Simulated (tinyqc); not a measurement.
# Van der Pauw, Hall and four-point-probe measurements on a doped layer, step by step

Computed by the program tinyqc: `OMP_NUM_THREADS=1 python tinyqc.py 2850145 2850146 out.jsonl`, one thread of a shared Intel Xeon 2.30GHz, about 0.01 s for the whole run. Printed values are rounded.

A uniform p-type layer with sheet resistance Rs = 1/(q ns mu), point contacts, low field (mu B small).

Inputs (values chosen for the exercise):
- ns = 8.7e11 cm^-2 (sheet density of the layer)
- mu = 46 cm^2/(V s) (drift mobility)
- rH = 0.8 (Hall factor)
- B = 1 T (magnetic field)
- I = 100 uA (current)
- ar = 1.43 (side ratio a/b of a rectangular sample with corner contacts)
- t = 420 nm (thickness of the layer)

Constants: q = 1.602176634e-19 C. Results are converted to the units shown.

## Resistances and Hall voltage

Rs = 1/(q ns mu). For a rectangle with contacts at the corners, RA = (8 Rs/pi) sum_(k>=0) ln coth((2k + 1) pi a/(2 b)) with current along a short side b and voltage along the opposite one, RB the same with a and b exchanged; Hall voltage VH = rH B I/(q ns), negative for electrons.

Rs = 1.55960e5 ohm/square
RA = 8891.95 ohm
RB = 89752.7 ohm
VH = 57.3932 mV

RB/RA = 10.1; for a square both equal Rs ln 2/pi = 34400 ohm.

## Starting value

z = 2 ln 2/(pi (RA + RB)), exact for RA = RB.

z at the start = 0.00447334 mS

## Iteration 1: new z

The van der Pauw equation exp(-pi RA z) + exp(-pi RB z) = 1 is solved for z = 1/Rs: e1 = exp(-pi RA z), e2 = exp(-pi RB z), f = e1 + e2 - 1, f' = -pi (RA e1 + RB e2), z(new) = z - f/f'.

e1 = 0.882530
e2 = 0.283276
f = 0.165807
f' = -104.528 kohm
z after iteration 1 = 0.00605959 mS

## Iteration 2: new z

As before.

e1 = 0.844278
e2 = 0.181119
f = 0.0253969
f' = -74.6543 kohm
z after iteration 2 = 0.00639978 mS

## Iteration 3: new z

As before.

e1 = 0.836292
e2 = 0.164553
f = 8.45250e-4
f' = -69.7601 kohm
z after iteration 3 = 0.00641190 mS

## Course of the iteration

Stop when the step is below 1e-10 mS, or after 40 iterations.

Course of the iteration:
```
iteration  z before the step (mS)  step (mS)
1                      0.00447334    1.59e-3
2                      0.00605959    3.40e-4
3                      0.00639978    1.21e-5
4                      0.00641190    1.45e-8
5                      0.00641191   2.06e-14
```

Converged in 5 iterations.

## Sheet density, mobility and bulk values

converged z = 0.00641191 mS

Rs = 1/z; Hall sheet density B I/(q |VH|); Hall mobility |VH|/(Rs B I); true values ns = rH times the Hall density, mu = Hall mobility/rH; bulk density ns/t, resistivity Rs t; correction factor F = Rs/[(pi/ln 2)(RA + RB)/2].

Rs = 1.55960e5 ohm/square
Hall sheet density = 1.08750e12 cm^-2
Hall mobility = 36.8 cm^2/(V s)
ns = 8.7e11 cm^-2
mu = 46 cm^2/(V s)
bulk density = 2.07143e16 cm^-3
resistivity = 6.55031 ohm cm
F = 0.697661

Taking the mean of RA and RB without F would overstate Rs by 43 %.
